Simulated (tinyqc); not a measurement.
Surface potential of a MOS transistor: implicit equation and explicit approximations: accuracy of the approximations against gate voltage.

p-type body, charge-sheet picture, depletion and inversion only, full ionisation (an idealisation for deep acceptors), Boltzmann statistics (rough once Na exp(x - xn) passes about Nc/7). In units of Vt: xg = (Vg - Vfb)/Vt, x = psi/Vt, G = gamma/sqrt(Vt), xn = (2 phiF + Vc)/Vt. The implicit equation is (xg - x)^2 = G^2 [x - 1 + exp(x - xn)] for x above about 3. Cox = eps0 eox/tox.

ni = sqrt(Nc Nv) exp(-Eg/(2 Vt)), Eg in volts; phiF = Vt ln(Na/ni); gamma = sqrt(2 q eps0 eps_r Na)/Cox; VT = Vfb + Vt (xn + G sqrt(xn - 1)). Depletion value a = 1 + [sqrt(G^2/4 + xg - 1) - G/2]^2; inversion value b = xn + ln[(xg - xn)^2/G^2 - xn + 1] and first guess y = min(a, b) - ln(1 + exp(-|a - b|)) if a > xn + 1, else b = y = a; one second-order correction with D = exp(y - xn), p = 2 (xg - y) + G^2 (1 + D), w = (xg - y)^2 - G^2 (y - 1 + D): z = y + 2 w/(p + sqrt(p^2 - 2 (2 - G^2 D) w)), or the Newton step z = y + w/p where the root is not real. N_inv = (Cox Vt G/q) [sqrt(x - 1 + exp(x - xn)) - sqrt(x - 1)] at the root. Lambert form (Cox m Vt/q) W0[(G/(2 m sqrt(xn - 1))) exp((Vg - VT)/(m Vt))], m = 1 + G/(2 sqrt(xn - 1)). Errors under 1e-4 mV, and the linear form below VT, are printed as 0.

Values chosen for this exercise; band and dielectric values close to those of silicon:
```
symbol,value,unit,meaning
T,300,K,temperature
Eg,1.11,eV,band gap
eps_r,11.5,,relative permittivity
Nc,2.77e19,cm^-3,conduction-band density of states at T
Nv,2.67e19,cm^-3,valence-band density of states at T
eox,3.9,,relative permittivity of the gate insulator (close to silicon dioxide)
tox,21,nm,insulator thickness
Na,6.3e16,cm^-3,acceptor density
Vfb,-0.41,V,flat-band voltage
Vc,0.5,V,channel-body voltage
```

Constants: q = 1.602176634e-19 C, kB = 1.380649e-23 J/K, Vt = kB T/q, eps0 = 8.8541878128e-14 F/cm where lengths are in cm. Results are converted to the units shown.

Results:
```
Vg (V)  psi (V)   x - xn  error of y (mV)  error of z (mV)  N_inv (cm^-2)  Cox (Vg - VT)/q (cm^-2)  Lambert form (cm^-2)
1.47      1.013   -10.94          1.40e-4                0        2.067e5                        0               1.505e5
1.87      1.291  -0.2006             5.89          -0.0112        8.379e9                  9.955e8               8.393e9
2.07      1.361    2.494             13.7           -0.870       1.148e11                 2.063e11              1.168e11
2.27      1.386    3.482             10.2           -0.347       2.840e11                 4.115e11              2.887e11
2.47      1.401    4.061             7.79           -0.145       4.682e11                 6.168e11              4.756e11
2.67      1.412    4.477             6.42          -0.0779       6.583e11                 8.221e11              6.684e11
2.87      1.420    4.804             5.53          -0.0485       8.517e11                 1.027e12              8.642e11
3.07      1.428    5.076             4.89          -0.0331       1.047e12                 1.233e12              1.062e12
```

Estimate the missing row, Vg = 1.67 V.

Computed row:
```
Vg (V)  psi (V)  x - xn  error of y (mV)  error of z (mV)  N_inv (cm^-2)  Cox (Vg - VT)/q (cm^-2)  Lambert form (cm^-2)
1.67      1.154  -5.507           0.0305                0        4.419e7                        0               3.979e7
```

With this row back in the table: psi rises from 1.01 to 1.43 V and ends 5.1 Vt above 2 phiF + Vc. Among the rows the first guess is off by at most 14 mV (at Vg = 2.07 V) and the corrected value by at most 0.87 mV. In the last row the linear form is 18 % above N_inv and the Lambert form 1.4 % above it; in the first row the Lambert form is 27 % below it. For Vg = 2.67, 2.87, 3.07 the electron quasi-Fermi level lies less than 2 Vt below the band edge at the surface, or above it, where degeneracy and confinement, left out, matter.

Program tinyqc, `OMP_NUM_THREADS=1 python tinyqc.py 2122203 2122204 out.jsonl`; Intel Xeon 2.30GHz, shared host, one thread, about 0.01 s.
